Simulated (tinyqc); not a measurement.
Double-gate transistor, scale length and short-channel effects: one step of the calculation.

A body of thickness ts between two insulators of thickness ti and two tied gates. Below threshold the potential that source and drain add obeys Laplace's equation and vanishes on the gate. Its lowest mode decays along the channel as exp(-k y); k is the smallest positive root of the matching condition at the interface, and the scale length is Lambda = pi/k.

Task. Decay constant by Newton steps. f(k) = ei cos(k ti) cos(k ts/2) - eps_r sin(k ti) sin(k ts/2); f' by a central difference with +/- 1e-5 1/nm; k(new) = k - f/f'.

Parameters, values chosen for the exercise; permittivities: semiconductor close to that of silicon, insulator close to that of silicon nitride:

| symbol | value | unit | meaning |
|---|---|---|---|
| eps_r | 11.6 |  | relative permittivity of the semiconductor |
| ei | 7.28 |  | relative permittivity of the insulator |
| ti | 2.5 | nm | insulator thickness |
| ts | 8.9 | nm | body thickness |

k at the start = 0.2025 1/nm

Give: f; f'; k after iteration 1.

Result.

f = -0.45794
f' = -63.114 nm
k after iteration 1 = 0.19524 1/nm

tinyqc, about 0.01 s, one thread, Intel Xeon 2.30GHz (shared host): `OMP_NUM_THREADS=1 python tinyqc.py 2420091 2420092 out.jsonl`
